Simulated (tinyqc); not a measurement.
Free and trapped electrons in a MOS channel with a dense trap tail: one step of the calculation.

p-type body, charge-sheet picture, full ionisation (an idealisation for deep acceptors), Boltzmann statistics for free electrons. e = Ec - EF at the surface. Acceptor-like traps of density D(E) = D0 + De exp(-E/Ew) at depth E below Ec, from 0 to Eu, hold n_t = integral of D(E)/(1 + exp((e - E)/Vt)). psi = Eg - Vt ln(Nv/Na) - e; N_dep = sqrt(2 eps0 eps_r Na (psi - Vt)/q); n_f = sqrt(N_dep^2 + 2 eps0 eps_r Vt Nc exp(-e/Vt)/q) - N_dep; Vg = Vfb + psi + q (N_dep + n_t + n_f)/Cox, Cox = eps0 eox/tox.

Task. Charges and gate voltage. psi, N_dep, n_f and Vg as defined, with the n_t given; free share n_f/(n_f + n_t); apparent mobility mf n_f/(n_f + n_t); gate voltage spent on traps q n_t/Cox.

Parameters, values chosen for the exercise; band and dielectric values close to those of 4H silicon carbide: temperature T = 300 K; band gap Eg = 3.29 eV; relative permittivity eps_r = 9.63; conduction-band density of states at T Nc = 1.68e19 cm^-3; valence-band density of states at T Nv = 2.55e19 cm^-3; relative permittivity of the insulator eox = 3.9; insulator thickness tox = 27 nm; acceptor density Na = 5e16 cm^-3; flat-band voltage without trapped charge Vfb = -2.76 V; mobility of free electrons mf = 130 cm^2/(V s); Ec - EF at the surface e = 0.106 eV.

Constants: q = 1.602176634e-19 C, kB = 1.380649e-23 J/K, Vt = kB T/q, eps0 = 8.8541878128e-14 F/cm where lengths are in cm. Results are converted to the units shown.

n_t = 2.6511776e11 cm^-2

Find: psi; N_dep; n_f; Vg; free share; apparent mobility; gate voltage spent on traps.

Result.

psi = 3.0228 V
N_dep = 1.2629e12 cm^-2
n_f = 2.9967e10 cm^-2
Vg = 2.2146 V
free share = 10.156 %
apparent mobility = 13.202 cm^2/(V s)
gate voltage spent on traps = 0.33212 V

Numbers from tinyqc (`OMP_NUM_THREADS=1 python tinyqc.py 2222179 2222180 out.jsonl`; about 0.02 s on one thread of a shared Intel Xeon 2.30GHz).
